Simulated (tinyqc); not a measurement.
## Nanowire ballistic transistor, top-of-the-barrier model: transfer curve

At the top of the source barrier, states moving towards the drain are filled by the source (Fermi level 0) and states moving back by the drain (Fermi level -q Vd); nothing scatters. U is the shift of the band edge there, set by the capacitances CG, CD and CS (the total) and by the charge. Parabolic one-dimensional subband; the source is grounded.

N0 = gv sqrt(2 m kB T/pi)/hbar, CG = 2 pi eps0 eox/ln(1 + 2 tox/d), CS = CG/aG, n0 = n at U = 0 and Vd = 0. eta1 = -(E0 + U)/Vt, eta2 = eta1 - Vd/Vt, n = (N0/2)[F_(-1/2)(eta1) + F_(-1/2)(eta2)], F_(-1/2)(x) = (1/sqrt(pi)) int_0^infinity u^(-1/2)/(1 + exp(u - x)) du. U = UL + q (n - n0)/CS with UL = -(aG Vg + aD Vd), energies in eV. I = gv (2 q^2/h) Vt [ln(1 + exp eta1) - ln(1 + exp eta2)]. CQ = (q/Vt) dn/d(eta1).

Inputs (values chosen for the exercise); mass and valleys close to those of gallium nitride: temperature T = 250 K; effective mass m = 0.21 m0; valley degeneracy gv = 1; relative permittivity of the gate insulator eox = 3.9; insulator thickness tox = 2.7 nm; wire diameter d = 6 nm; gate control CG/CS aG = 0.77; drain control CD/CS aD = 0.081; band edge at the barrier top above the source Fermi level at zero bias E0 = 0.33 eV; drain voltage Vd = 0.6 V.

Constants: q = 1.602176634e-19 C, kB = 1.380649e-23 J/K, hbar = 1.054571817e-34 J s, h = 6.62607015e-34 J s, m0 = 9.1093837015e-31 kg, Vt = kB T/q, eps0 = 8.8541878128e-14 F/cm where lengths are in cm. Results are converted to the units shown.

Results:

| Vg (V) | eta1 | n (cm^-1) | I (uA) | mean velocity I/(q n) (cm/s) | CQ/CS |
|---|---|---|---|---|---|
| 0 | -13.062 | 2.0650 | 3.5459e-6 | 1.0718e7 | 3.4983e-6 |
| 0.1 | -9.4880 | 73.638 | 1.2645e-4 | 1.0718e7 | 1.2474e-4 |
| 0.3 | -2.4709 | 77559 | 0.13542 | 1.0898e7 | 0.12411 |
| 0.4 | 0.14552 | 6.4295e5 | 1.2829 | 1.2454e7 | 0.65277 |
| 0.5 | 2.2369 | 1.5182e6 | 3.9033 | 1.6047e7 | 0.66683 |
| 0.6 | 4.5266 | 2.2765e6 | 7.5738 | 2.0765e7 | 0.47027 |
| 0.7 | 7.0642 | 2.8884e6 | 11.793 | 2.5484e7 | 0.36073 |
| 0.8 | 9.7545 | 3.4101e6 | 16.282 | 2.9801e7 | 0.30192 |

Estimate the missing row, Vg = 0.2 V.

Computed row:

| Vg (V) | eta1 | n (cm^-1) | I (uA) | mean velocity I/(q n) (cm/s) | CQ/CS |
|---|---|---|---|---|---|
| 0.2 | -5.9181 | 2610.3 | 0.0044847 | 1.0724e7 | 0.0044136 |

With this row back in the table: The current rises from 3.55e-6 to 16.3 uA. Between the first two rows the swing is 64.4 mV a decade, against Vt ln 10/aG = 64.4. CQ/CS goes from 3.5e-6 to 0.30, so a volt on the gate moves the band edge by 0.77 eV in the first row and 0.59 eV in the last. The mean velocity rises from 1.07e7 to 2.98e7 cm/s. For Vg = 0.7 to 0.8 V higher subbands of the wire, left out here, could begin to fill.

Computed by the program tinyqc: `OMP_NUM_THREADS=1 python tinyqc.py 2400076 2400077 out.jsonl`, one thread of a shared Intel Xeon 2.30GHz, about 0.03 s for the whole run.
